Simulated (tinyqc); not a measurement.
## Via and link resistance from two via chains

Problem. A chain of 5000 vias joined by 5000 metal links has R = 5000 (Rv + Rlink), with Rlink proportional to the link length. Find Rv, Rlink for length L, and the value of Rv that the short chain would give if the links were ignored.

resistance of chains of 5000 links with link lengths L and 3 L (ohm): 3.1e5  4e5

Solution. R per link is a straight line in the link length; its intercept at zero length is Rv.

Rv = 53.0 ohm
Rlink = 9.00 ohm
Rv without correction = 62.0 ohm

Computed by the program tinyqc: `OMP_NUM_THREADS=1 python tinyqc.py 2750201 2750202 out.jsonl`, one thread of a shared Intel Xeon 2.30GHz, about 0.01 s for the whole run.
